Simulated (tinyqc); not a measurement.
Inside a calculation. Model: Berg model of reactive sputtering of a nitride or oxide: poisoning, hysteresis and pumping speed. Computed by tinyqc, a small Python program that keeps every step. Command: `OMP_NUM_THREADS=1 python tinyqc.py 3000388 3000389 out.jsonl berg walk`. One thread of a shared host (Intel(R) Xeon(R) Processor @ 2.30GHz), about 0.03 s of CPU time with the checks. Intermediate numbers are printed to about 5 digits and carried at full precision; extremes and crossings named in words are read from the listed rows.

A diatomic gas reacts with bare metal on the target and on the collecting surfaces; ions remove metal and compound from the target. theta_t and theta_c are the compound fractions.

Inputs (values chosen for the exercise, close to those used for titanium nitride):
```
quantity,value,unit
ion current density J,14,mA/cm^2
target area A_t,110,cm^2
collecting area A_c,2200,cm^2
metal yield Y_m,0.47,-
compound yield Y_c,0.17,-
sticking coefficient alpha,0.27,-
reactive atoms per metal atom z,1,-
gas mass M,28,u
pumping speed S,1100,l/s
gas temperature T,300,K
reactive partial pressure P,0.0041,Pa
```

Constants: e = 1.602176634e-19 C; u = 1.6605390666e-27 kg; k_B = 1.380649e-23 J/K.

## Steady state at the pressure P

Ion flux j = J/e; gas flux F = P/sqrt(2 pi M k_B T). Target: (2/z) alpha F (1 - theta_t) = j Y_c theta_t. Sputtered flows F_c = j Y_c theta_t A_t, F_m = j Y_m (1 - theta_t) A_t. Collector: (2/z) alpha F (1 - theta_c) A_c + F_c (1 - theta_c) = F_m theta_c. Gas use Q = alpha F [(1 - theta_t) A_t + (1 - theta_c) A_c] + P S/(k_B T); 1 sccm = 4.4780e17 molecules/s. Rate R = F_m + F_c, given relative to j Y_m A_t.

ion flux j = 8.7381e+16 1/(cm^2 s)

gas flux F = 1.1787e+16 1/(cm^2 s)

theta_t = 0.29995

theta_c = 0.82087

gas use (sccm): target 0.5473, collector 2.8006, pump 2.4316

total flow Q = 5.7795 sccm

rate relative to clean metal = 0.80854

The target is mostly metallic. The film is 82.1 % compound.

## Critical pumping speed

P is a single-valued function of the flow Q only if dQ/dP > 0 everywhere: S must exceed k_B T times the steepest fall of the surface terms with P.

pressure of the steepest fall = 0.0098053 Pa

critical pumping speed = 87.625 l/s

S is 12.55 times the critical value: no hysteresis.

## Flow curve at three pumping speeds

The formulas are those given above.

Pressure as the free variable:
```
P (Pa),theta_t,theta_c,relative rate,Q at S_c/4 (sccm),Q at S_c (sccm),Q at 2 S_c (sccm)
0.00049,0.04871,0.28973,0.96891,1.4218,1.4392,1.4623
0.00098,0.09290,0.46056,0.94070,2.1970,2.2317,2.2780
0.00200,0.17288,0.65560,0.88965,2.9657,3.0366,3.1310
0.00340,0.26216,0.78318,0.83266,3.3296,3.4501,3.6107
0.00590,0.38141,0.88142,0.75655,3.4334,3.6424,3.9212
0.00980,0.50596,0.93890,0.67705,3.3222,3.6695,4.1325
0.01600,0.62576,0.97052,0.60058,3.1291,3.6961,4.4520
0.02500,0.72319,0.98576,0.53839,2.9724,3.8582,5.0392
0.03900,0.80298,0.99343,0.48746,2.9033,4.2852,6.1277
0.07800,0.89073,0.99816,0.43145,3.0936,5.8573,9.5423
```

At S_c/4 the flow falls with pressure in 4 of the intervals: as the target poisons, less metal arrives to getter the gas. At 2 S_c it rises throughout. Coverages and rate depend on P alone, not on S. The collector converts before the target (theta_c = 0.88 at theta_t = 0.38), since the metal is spread over a larger area and no ions clean it. The rate tends to Y_c/Y_m = 0.362.

Checks made by the program: gas taken up by surfaces against gas bound in the growing film (relative difference below 1e-10).
